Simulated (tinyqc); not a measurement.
Inside a calculation. Method: RHF in the 3-21g basis, for He, spin multiplicity 1. One step of it, computed by the program tinyqc.

Task: Iteration 3: diagonalisation and new density. Diagonalise F' = X^T F X, C = X C', fill 1 alpha and 1 beta electrons from the bottom; D = 2 C_occ C_occ^T. Each column has its largest component positive (the first on a tie).

Fock matrix F (hartree):
```
           1He 1s     1He 2s
1He 1s  -0.072243  -1.119014
1He 2s  -1.119014  -0.501723
```

X:
```
           1He 1s     1He 2s
1He 1s   1.181761  -0.390007
1He 2s  -0.390007   1.181761
```

Give: F' = X^T F X; orbital energies; coefficients C; D after iteration 3.

Result:

F' = X^T F X (hartree):
```
         1        2
1   0.8543  -1.4684
2  -1.4684   0.3198
```

orbital energies (hartree): MO1 -0.9055, MO2 2.0796

coefficients C:
```
           MO1      MO2
1He 1s  0.4577   1.1572
1He 2s  0.6575  -1.0566
```

D after iteration 3:
```
        1He 1s  1He 2s
1He 1s  0.4190  0.6018
1He 2s  0.6018  0.8646
```
